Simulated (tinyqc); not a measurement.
p-n diode with diffusion and depletion-layer recombination: one step of the calculation.

Abrupt junction in the depletion approximation, low injection, full ionisation, neutral widths fixed, ohmic contact on the p side. Vj is the junction voltage; where a series resistance Rs is given, V = Vj + J Rs is the terminal voltage.

Task. Diffusion lengths and saturation currents. ni = sqrt(Nc Nv) exp(-Eg/(2 Vt)), Eg in volts; D = mu Vt; Ln = sqrt(Dn tn), Lp = sqrt(Dp tp); J0n = q ni^2 Dn coth(wp/Ln)/(Ln Na); J0p = (q ni^2 Dp/(Lp Nd)) (s + tanh(wn/Lp))/(1 + s tanh(wn/Lp)), s = Sp Lp/Dp.

Inputs (values chosen for the exercise); band and dielectric values close to those of 4H silicon carbide: temperature T = 293 K; band gap Eg = 3.24 eV; conduction-band density of states at T Nc = 1.63e19 cm^-3; valence-band density of states at T Nv = 2.43e19 cm^-3; acceptor density Na = 2.9e16 cm^-3; donor density Nd = 1.2e15 cm^-3; electron mobility in the p side mun = 520 cm^2/(V s); hole mobility in the n side mup = 100 cm^2/(V s); electron lifetime tn = 8e-8 s; hole lifetime tp = 3e-6 s; neutral width of the p side wp = 9.6 um; neutral width of the n side wn = 1.3 um; recombination velocity at the n contact Sp = 1e7 cm/s.

Constants: q = 1.602176634e-19 C, kB = 1.380649e-23 J/K, Vt = kB T/q. Results are converted to the units shown.

Find: ni; Ln; Lp; J0n; J0p.

Result.

ni = 2.716e-9 cm^-3
Ln = 10.25 um
Lp = 27.52 um
J0n = 7.115e-49 A/cm^2
J0p = 1.910e-47 A/cm^2

wp/Ln = 0.94 and wn/Lp = 0.047; holes carry 96.4 % of the diffusion current.

Computed by the program tinyqc: `OMP_NUM_THREADS=1 python tinyqc.py 2260055 2260056 out.jsonl`, one thread of a shared Intel Xeon 2.30GHz, about 0.01 s for the whole run.
